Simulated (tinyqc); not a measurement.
# Conduction-band offset of an n-N heterojunction from carrier-profile moments: two studies

Layer 1 (x < 0) accumulates electrons and layer 2 (x > 0) is depleted. Boltzmann statistics. The bands bend down by V1 in layer 1 and up by V2 in layer 2, with V1 + V2 = VD = dE + Vt ln[(N2/Nc2)/(N1/Nc1)].

Inputs (values chosen for the exercise); values of the order of III-V alloys: temperature T = 350 K; relative permittivity of both layers eps_r = 12.4; density of states of the narrow-gap layer 1 Nc1 = 7.9e17 cm^-3; density of states of the wide-gap layer 2 Nc2 = 6.9e17 cm^-3; conduction-band offset dE = 0.18 eV; donor density in layer 1 N1 = 3.1e16 cm^-3; donor density in layer 2 N2 = 1.4e16 cm^-3; fixed charge at the interface si = 0 cm^-2.

Constants: q = 1.602176634e-19 C, kB = 1.380649e-23 J/K, Vt = kB T/q, eps0 = 8.8541878128e-14 F/cm where lengths are in cm. Results are converted to the units shown.

Each table varies one quantity; the others keep the values above.

## Effect of the doping of the wide-gap layer

Sheet densities from the first integral: Q1 = sqrt((2 eps0 eps_r Vt N1/q)(exp(u1) - u1 - 1)) extra electrons, Q2 = sqrt((2 eps0 eps_r Vt N2/q)(exp(-u2) + u2 - 1)) missing ones, u = V/Vt; neutrality Q1 = Q2 + si.

Effect of the doping of the wide-gap layer:

| N2 (cm^-3) | VD (V) | V1 (V) | Q1 (cm^-2) | n(0-)/Nc1 |
|---|---|---|---|---|
| 1.2e15 | 0.08601 | 0.01003 | 2.817e10 | 0.05472 |
| 2e15 | 0.1014 | 0.01398 | 4.019e10 | 0.06237 |
| 3.5e15 | 0.1183 | 0.01946 | 5.787e10 | 0.07482 |
| 5.9e15 | 0.1340 | 0.02582 | 7.987e10 | 0.09237 |
| 1e16 | 0.1500 | 0.03355 | 1.091e11 | 0.1194 |
| 1.7e16 | 0.1660 | 0.04268 | 1.477e11 | 0.1616 |
| 2.9e16 | 0.1821 | 0.05322 | 1.985e11 | 0.2291 |
| 4.9e16 | 0.1979 | 0.06477 | 2.634e11 | 0.3360 |
| 8.4e16 | 0.2141 | 0.07772 | 3.503e11 | 0.5162 |

Q1 rises from 2.82e10 to 3.50e11 cm^-2, as N2^(0.59) over the table, while VD grows by Vt ln 10 a decade and the share V1/VD rises from 0.117 to 0.363. For N2 = 8.4e16 n(0-) nears or passes Nc1, where degeneracy and quantisation lower Q1.

## An error in the interface position

A C-V profile smears n(x) but keeps its zeroth and first moments: si = -int (N - n) dx, VD = (q/(eps0 eps_r)) int (N - n) x dx, dE = VD - Vt ln[(N2/Nc2)/(N1/Nc1)]. With the step of N placed at xi and the moment taken about xi, VD changes by (q/(eps0 eps_r)) [si xi + (N2 - N1) xi^2/2] and si by (N2 - N1) xi.

An error in the interface position:

| xi (nm) | error of si (cm^-2) | error of dE (meV) |
|---|---|---|
| -30 | 5.1000e10 | -11.164 |
| -22.5 | 3.8250e10 | -6.2795 |
| -15 | 2.5500e10 | -2.7909 |
| -7.5 | 1.2750e10 | -0.69772 |
| 0 | 0 | 0 |
| 7.5 | -1.2750e10 | -0.69772 |
| 15 | -2.5500e10 | -2.7909 |
| 22.5 | -3.8250e10 | -6.2795 |
| 30 | -5.1000e10 | -11.164 |

Among the rows the error of dE lies between -11.2 and 0 meV, quadratic in xi, since without interface charge the first-order term vanishes; the error of si is linear, -1.70e9 cm^-2 a nanometre.

Program tinyqc, `OMP_NUM_THREADS=1 python tinyqc.py 2410098 2410099 out.jsonl`; Intel Xeon 2.30GHz, shared host, one thread, about 0.07 s.
